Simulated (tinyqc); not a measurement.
Carrier lifetime of a p-type layer with SRH, radiative, Auger and surface recombination: one step of the calculation.

Uniform excess density dn = dp (no trapping), n = n0 + dn, p = p0 + dn, Boltzmann statistics, full ionisation. Surfaces enter as a rate 2 S dn/d, which holds while diffusion to them is fast.

Question. Lifetime, shares and quasi-Fermi splitting. With e = n p - ni^2 = dn (n0 + p0 + dn): U_SRH = e/(tp0 (n + n1) + tn0 (p + p1)), U_rad = B e, U_Aug = (Cn n + Cp p) e, U_s = 2 S dn/d. tau = dn/U, shares of U, splitting Vt ln(n p/ni^2), radiative efficiency U_rad/U.

Parameters, values chosen for the exercise; band and dielectric values those of a made-up semiconductor:
- T = 250 K (temperature)
- B = 1.53e-12 cm^3/s (radiative coefficient)
- Cn = 3.7e-31 cm^6/s (Auger coefficient (two electrons))
- Cp = 1.1e-31 cm^6/s (Auger coefficient (two holes))
- S = 400 cm/s (surface recombination velocity (both faces))
- d = 7 um (sample thickness)

Constants: q = 1.602176634e-19 C, kB = 1.380649e-23 J/K, Vt = kB T/q. Results are converted to the units shown.

converged dn = 2.0397171e16 cm^-3
ni = 1.8394862e-16 cm^-3
n0 = 2.4169354e-47 cm^-3
p0 = 1.4e15 cm^-3
n1 = 1.1711177e-18 cm^-3
p1 = 2.8892992e-14 cm^-3
tn0 = 0.0045454545 s
tp0 = 2.2727273e-4 s

Find: tau; shares; quasi-Fermi splitting.

Answer.

tau = 8.499e-7 s
shares (%): SRH 0.02, radiative 2.83, Auger 0.02, surface 97.13
quasi-Fermi splitting = 3.181 V

Surface recombination takes the largest share. dn is 15 times the doping: high injection.

Computed by the program tinyqc: `OMP_NUM_THREADS=1 python tinyqc.py 2300116 2300117 out.jsonl`, one thread of a shared Intel Xeon 2.30GHz, about 0.01 s for the whole run.
